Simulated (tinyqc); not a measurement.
Matthiessen's rule against the full average: mobility of a non-polar semiconductor in the relaxation-time approximation. Computed by tinyqc, a small Python program. Command: `OMP_NUM_THREADS=1 python tinyqc.py 3017907 3017908 out.jsonl rta walk`. One thread of a shared host (Intel(R) Xeon(R) Processor @ 2.30GHz), about 0.01 s of CPU time with the checks.

Each valley is treated as a sphere of mass m_d for states and rates, with one isotropic relaxation time; the conductivity mass m_c sets the current.

Inputs (values chosen for the exercise, modelled on electrons in silicon):
```
quantity                                            value       unit
longitudinal mass m_l                               0.913        m_0
transverse mass m_t                                 0.188        m_0
equivalent valleys Z                                    6          -
non-parabolicity alpha                               0.55       1/eV
static permittivity eps_s                            11.7          -
density rho                                          2329     kg/m^3
sound velocity v_l                                   9190        m/s
acoustic deformation potential D_A                     10         eV
phonon energy hbar w                                 57.2        meV
optical or intervalley deformation potential D_o      5.5  1e8 eV/cm
final valleys Z_f                                       5          -
carrier density n                                 2.1e+14     1/cm^3
compensation ratio C                                 0.23          -
temperature T                                         250          K
```

Band: Kane. Impurity formula: Conwell-Weisskopf. Further scattering: none.

Constants: k_B = 8.617333262e-05 eV/K; m_0 = 9.1093837015e-31 kg; e = 1.602176634e-19 C; hbar = 1.054571817e-34 J s; eps_0 = 8.8541878128e-12 F/m; k_B = 1.380649e-23 J/K; hbar = 6.582119569e-16 eV s.

Method:
- m_d = (m_l m_t^2)^(1/3); 1/m_c = (1/m_l + 2/m_t)/3; Hall mass factor A = 3 K_m (K_m + 2)/(2 K_m + 1)^2, K_m = m_l/m_t; N_I = n (1 + C)/(1 - C).
- Kane band: hbar^2 k^2/(2 m) = E (1 + alpha E), speed v = hbar k/(m (1 + 2 alpha E)), states per spin, volume and energy g(E) = m k (1 + 2 alpha E)/(2 pi^2 hbar^2); overlap factors are set to 1. Here m = m_d. Masses are multiplied by m_0 and all formulas are in SI units.
- The reduced Fermi level eta = E_F/(k_B T) solves n = 2 Z int g f dE with f = 1/(1 + exp(x - eta)) (Z = 1 unless valleys are given); screening length L_s = sqrt(eps_s eps_0 k_B T/(e^2 dn/deta)), dn/deta = 2 Z int g f (1 - f) dE.
- Integrals over x = E/(k_B T) use 160 Gauss-Legendre points in u = sqrt(x) from 0 to sqrt(max(eta, 0) + 32).
- Phonon occupation N_q = 1/(exp(hbar w/(k_B T)) - 1).
- Acoustic deformation potential (elastic, equipartition, absorption and emission together): 1/tau = 2 pi k_B T D_A^2 g(E)/(hbar rho v_l^2).
- Optical or intervalley deformation potential: 1/tau = (pi Z_f D_o^2/(rho w)) [N_q g(E + hbar w) + (N_q + 1) g(E - hbar w)], with g = 0 below the band edge.
- Each optical term is multiplied by (1 - f(E'))/(1 - f(E)), E' the final energy, for Pauli blocking.
- Singly charged impurities, momentum relaxation: 1/tau = N_I e^4 m (1 + 2 alpha E) Phi/(8 pi (eps_s eps_0)^2 hbar^3 k^3), with alpha = 0 for a parabolic band.
- Conwell-Weisskopf: Phi = ln(1 + y^2), y = 4 pi eps_s eps_0 E N_I^(-1/3)/e^2 (largest impact parameter N_I^(-1/3)/2).
- mu = (m_d/m_c) (2 Z e/(3 n k_B T)) int g v^2 tau f (1 - f) dE.
- Averages over x are split at the emission threshold x_0 = hbar w/(k_B T): 64 Gauss-Legendre points in sqrt(x) below it and 128 in sqrt(x - x_0) above it, up to x = max(eta, 0) + 32.
- Rates are added at each energy before the average. With <y> = int g v^2 y f (1 - f) dE: Hall factor r_H = A (3 n k_B T/(2 Z m_d)) <tau^2/(1 + 2 alpha E)>/<tau>^2 (alpha = 0 for a parabolic band); Hall mobility r_H mu; |S| = (k_B/e) (<x tau>/<tau> - eta); resistivity 1/(n e mu).
- Matthiessen's rule adds 1/mu of the separate processes.

acoustic mobility = 3077.99 cm^2/(V s)

optical mobility = 7611.62 cm^2/(V s)

ionised impurity mobility = 1.22079e+06 cm^2/(V s)

drift mobility mu = 2040.05 cm^2/(V s)

Separate mobilities:
```
process           mu (cm^2/(V s))  share of the sum of 1/mu (%)
acoustic               3.0780e+03                    7.1078e+01
optical                7.6116e+03                    2.8743e+01
ionised impurity       1.2208e+06                    1.7921e-01
```

mobility by Matthiessen's rule = 2187.8 cm^2/(V s)

excess of Matthiessen's rule over the full mu = 7.2415 %

What does the comparison show, and why?

The rule gives 2188 against the full 2040, 7.2 % too high; it can only overestimate, since each separate average is carried by the energies where that process is weak. The largest shares are acoustic (71 %) and optical (29 %).

Extremes, crossings and ranges named in words are read from the listed rows.
